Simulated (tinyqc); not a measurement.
# Well width for a wanted wavelength

Problem. The layer is x parts of the first compound and 1 - x of the second, grown coherently on the third as substrate and barrier. Rows of the table: lattice constant a, average valence level Ea on an absolute scale, spin-orbit splitting so, gaps at Gamma, X and L, hydrostatic deformation potentials av and ac (Gamma), shear potential b, elastic constants, electron and heavy-hole (along z) masses. All are interpolated linearly in x; gaps get -C x (1 - x), taken wholly in the conduction band; real line-ups can differ from this model by 0.1 eV or more. In-plane strain e = (a_substrate - a)/a, e_z = -2 (c12/c11) e, volume change 2 e + e_z. With v = 2 e + e_z and d = 2 b (e_z - e): Eav = Ea + av v; E_hh = Eav + so/3 - d/2; E_lh = Eav - so/6 + d/4 + sqrt(so^2 + so d + 9 d^2/4)/2; E_c = Ea + so/3 + EG + ac v (Gamma). Substrate: E_v = Ea + so/3, E_c = E_v + EG. Well depths: dEc = E_c(substrate) - E_c, dEhh = E_hh - E_v(substrate), dElh likewise; strained Gamma gap E_c - max(E_hh, E_lh); positive values confine carriers in the layer. Lowest level of a finite well of width Lw and depth V: kw Lw/2 = arctan(sqrt((mw/mb)(V - E)/E)), kw = sqrt(mw E/C), C = hbar^2/(2 m0), for electrons (dEc) and heavy holes (dEhh), mb from the substrate; transition E_c - E_hh + both levels, without exciton binding; wavelength h c/E. Find Lw and the two levels.

Parameters, values chosen for the exercise: fraction of the first compound in the layer x = 0.4; bowing of the Gamma gap CG = 1.43 eV; bowing of the X gap CX = 1.2 eV; bowing of the L gap CL = 1.2 eV.

Constants: q = 1.602176634e-19 C, hbar = 1.054571817e-34 J s, h = 6.62607015e-34 J s, m0 = 9.1093837015e-31 kg, c = 299792458 m/s, hbar^2/(2 m0) = 0.0380998212 eV nm^2. Results are converted to the units shown.

Binary compounds, values chosen for the exercise:
```
              close to GaSb  close to GaAs  close to InP
a (angstrom)          6.096          5.653         5.869
Ea (eV)               -6.25          -6.92         -7.04
so (eV)                0.77          0.339         0.109
EG (eV)               0.725           1.44          1.34
EX (eV)                1.04           1.89          2.19
EL (eV)               0.808           1.71          1.94
av (eV)               0.798           1.16          1.26
ac (eV)               -6.94          -7.27          -5.1
b (eV)                -2.03           -1.7         -1.69
c11 (GPa)              88.6            117           102
c12 (GPa)              39.9           53.1          56.4
me (m0)              0.0389         0.0668        0.0796
mh (m0)               0.249          0.345         0.529
```

wavelength = 1552.5348 nm

Solution. Both levels fall steadily as the well widens, so the wavelength rises steadily and one width matches.

Lw = 11.8 nm
electron level = 16.8 meV
heavy-hole level = 7.15 meV

tinyqc, about 0.01 s, one thread, Intel Xeon 2.30GHz (shared host): `OMP_NUM_THREADS=1 python tinyqc.py 2690067 2690068 out.jsonl`
